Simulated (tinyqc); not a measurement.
Single-oscillator infrared dielectric function of a polar cubic crystal: one step, computed by the program tinyqc. Command: `OMP_NUM_THREADS=1 python tinyqc.py 3020240 3020241 out.jsonl infrared walk`. One thread of a shared host (Intel(R) Xeon(R) Processor @ 2.30GHz), about 0.01 s of CPU time with the checks.

One ion pair, charges +Z* and -Z*, in a cell of volume Omega = a^3/4. Frequencies omega are given as wavenumbers (1/cm); eps_s is the static dielectric constant.

Question. LO frequency and static constant from the Born charge. mu = M_A M_B/(M_A + M_B); ionic plasma term W^2 = 4 pi Z*^2 (e^2/(4 pi eps_0))/(Omega mu) in eV/(angstrom^2 u), turned into 1/cm by W = 15.6333042 x 33.35640952 x sqrt(W^2); omega_LO^2 = omega_TO^2 + W^2/eps_inf; eps_s = eps_inf + W^2/omega_TO^2; Szigeti charge 3 Z*/(eps_inf + 2); longitudinal (Callen) charge Z*/eps_inf.

Inputs (values chosen for the exercise, modelled on gallium phosphide):
```
quantity            value      unit
lattice constant a  5.451  angstrom
mass M_A            69.72         u
mass M_B            30.97         u
omega_TO              371      1/cm
Born charge Z*       1.99         e
eps_inf              9.16         -
```

Structure: zinc blende. Free carriers: absent.

Constants: nu for 1 eV/(angstrom^2 u) = 15.6333042 THz; 1 THz = 33.35640952 1/cm; e^2/(4 pi eps_0) = 14.39964548 eV angstrom.

Give: reduced mass mu; W; omega_LO; eps_s; Szigeti charge; Callen charge.

Answer.

reduced mass mu = 21.44 u

W = 473.7 1/cm

omega_LO = 402.7 1/cm

eps_s = 10.79

Szigeti charge = 0.5349 e

Callen charge = 0.2172 e

omega_LO/omega_TO = 1.085; the ions supply 15 % of eps_s.
